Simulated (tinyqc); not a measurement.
Comparisons within one model: Penn model of the dielectric constant and Phillips ionicity. A value that a table varies takes the place of the one given here.

n = 32/a^3; Ep^2 = 8 pi c e2 n with c = hbar^2/2m0, e2 = e^2/(4 pi eps0); EF = c (3 pi^2 n)^(2/3); eps = 1 + (Ep/Eg)^2 S with S = 1 - Eg/(4 EF) + (Eg/(4 EF))^2/3, Eg the Penn gap. Core d shells are left out.

Phillips: bond length d = sqrt(3) a/4; homopolar gap Eh = 39.74 d^(-2.48) eV (d in angstrom); Eg^2 = Eh^2 + C^2; ionicity fi = C^2/Eg^2.

Constants: hbar^2/2m0 = 3.80998211 eV angstrom^2; e^2/(4 pi eps0) = 14.39964547 eV angstrom.

Inputs chosen for the exercise (out of a larger set: near those of AlN; not measured data): a = 4.36 angstrom (cubic lattice constant, 32 valence electrons a cell); C0 = 7.98 eV (ionic gap, held fixed); ei = 4.9 (high-frequency dielectric constant).

## Dielectric constant under pressure

The lattice constant is scaled by the factor listed; C = C0.

Results:
```
factor,Eh (eV),Eg (eV),Ep (eV),eps,fi
0.94,9.581,12.469,25.317,4.563,0.410
0.96,9.094,12.099,24.530,4.547,0.435
0.98,8.641,11.762,23.783,4.521,0.460
0.99,8.426,11.605,23.423,4.504,0.473
1.00,8.218,11.455,23.073,4.486,0.485
1.01,8.018,11.312,22.731,4.465,0.498
1.02,7.824,11.176,22.398,4.443,0.510
1.04,7.457,10.922,21.755,4.392,0.534
```

d ln eps/d ln a = -0.43 around factor 1: eps rises under compression. Ep^2 goes as a^-3 and Eh^2 as a^-4.96; with C fixed Eg^2 goes as a^-2.55 at fi = 0.485, and leaving S aside the two powers balance at fi = 0.395. The slope is a difference of two powers and the model omits d shells and any change of C, so it is no prediction for a real crystal; eps from C0 (row 1.00) need not match a measured ei.

## What moves the Penn gap and the ionicity

Eg from ei; fi = 1 - (Eh/Eg)^2, printed even where negative. Each row changes one parameter from the base and keeps the others.

Results:
```
case,Ep (eV),Eg (eV),Eh (eV),fi
base,23.073,10.873,8.218,0.429
a = 4.447 angstrom,22.399,10.548,7.825,0.450
ei = 4.41,23.073,11.572,8.218,0.496
```

The largest shifts from the base row, up to three for each result and ties (the steps differ in size, so this ranks the rows, not the parameters). Ep (eV): a -0.674; unchanged at the printed digits by ei. Eg (eV): ei +0.700, a -0.325. Eh (eV): a -0.393; unchanged at the printed digits by ei. fi: ei +0.067, a +0.021. With the tabulated Phillips C of about 7.3 eV, fi would be 0.44; this model leaves out the d-shell factor.

Computed by tinyqc, a small Python program: `OMP_NUM_THREADS=1 python tinyqc.py 1682203 1682204 out.jsonl` (the numbers bound the seed that draws the inputs); one thread of a shared host (Intel(R) Xeon(R) Processor @ 2.30GHz), about 0.01 s for the whole set of steps.
